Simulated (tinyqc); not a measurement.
Classical Heisenberg spin chain: exact results, Metropolis, heat-bath and over-relaxation steps, and a Monte Carlo run. Changing the temperature T. Computed by tinyqc, a small Python program. Command: `OMP_NUM_THREADS=1 python tinyqc.py 3130451 3130452 out.jsonl heismc sweep`. One thread of a shared host (Intel(R) Xeon(R) Processor @ 2.30GHz), about 0.01 s of CPU time with the checks.

E = -J sum_i s_i . s_(i+1) for unit vectors s_i on an open chain; K = J/(k_B T).

Inputs (values chosen for the exercise, for a model chain of large moments): coupling J = 18 meV; moment mu = 4.4 mu_B.

Constants: k_B = 8.617333262e-05 eV/K; mu_B = 5.7883818060e-05 eV/T.

Method. Each bond angle is independent, so u = <s_i . s_(i+1)> = coth K - 1/K, <s_i . s_(i+n)> = u^n, correlation length xi = -1/ln|u|, energy per bond -J u, heat capacity per bond c/k_B = 1 - K^2/sinh^2 K, and for the long chain chi = mu^2 (1 + u)/(3 k_B T (1 - u)) per spin.

One run for each value:
```
temperature T (K)  chi (mu_B/T per spin)  xi (sites)  heat capacity (k_B/bond)        u
10.8                          1.5124e+01      18.836                    1.0000  0.94830
18.6                          5.0014e+00      10.722                    1.0000  0.91095
32.0                          1.6331e+00       6.014                    0.9996  0.84681
55.2                          5.1812e-01       3.274                    0.9704  0.73677
95.0                          1.6666e-01       1.780                    0.7560  0.57012
164.0                         5.9489e-02       1.047                    0.4020  0.38475
282.0                         2.4991e-02       0.697                    0.1644  0.23832
485.0                         1.1892e-02       0.512                    0.0596  0.14182
836.0                         6.1231e-03       0.402                    0.0206  0.08294
1440.0                        3.3157e-03       0.330                    0.0070  0.04828
```

Over the rows, chi (mu_B/T per spin) falls from 15.1 to 0.00332 (exponent d ln y / d ln x -2.0 between the first rows and -1.1 between the last); xi (sites) falls from 18.8 to 0.330 (exponent d ln y / d ln x -1.0 between the first rows and -0.36 between the last); heat capacity (k_B/bond) falls from 1.00 to 0.00698. At the low end the exponent of chi is -2.04, close to -2: chi goes as xi/T with xi as 1/T. At the low end the exponent of xi is -1.04, close to -1: xi grows as K.
